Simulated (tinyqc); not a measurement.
## Pull-up strength from the switching point

Question. Transistor (EKV form, voltages against the body): I = 2 n b Vt^2 [F(vp - Vs) - F(vp - Vd)] from drain to source, F(v) = ln^2(1 + exp(v/(2 Vt))), vp = (Vg - VT + sg |Vd - Vs|)/n. n-channel bodies are at 0; for the p-channel device all voltages are counted down from Vdd. b in uA/V^2 gives I in uA. In an inverter In(Vg = Vd = VM) equals Ip at the switching point VM. Find bp and the current there.

Parameters, values chosen for the exercise:
```
symbol  value    unit                                  meaning
T         325       K                              temperature
Vdd       0.4       V                           supply voltage
n        1.44                                     slope factor
sg      0.091                   drain-induced barrier lowering
VTn      0.44       V                      n-channel threshold
VTp      0.31       V          p-channel threshold (magnitude)
bn        300  uA/V^2  gain factor of the pull-down transistor
```

Constants: q = 1.602176634e-19 C, kB = 1.380649e-23 J/K, Vt = kB T/q. Results are converted to the units shown.

VM = 0.264584304 V

Answer. Ip is proportional to bp, so bp is In(VM) over the p-channel current for unit b.

bp = 390 uA/V^2
current at VM = 0.0138 uA

Computed by the program tinyqc: `OMP_NUM_THREADS=1 python tinyqc.py 2340133 2340134 out.jsonl`, one thread of a shared Intel Xeon 2.30GHz, about 0.04 s for the whole run.
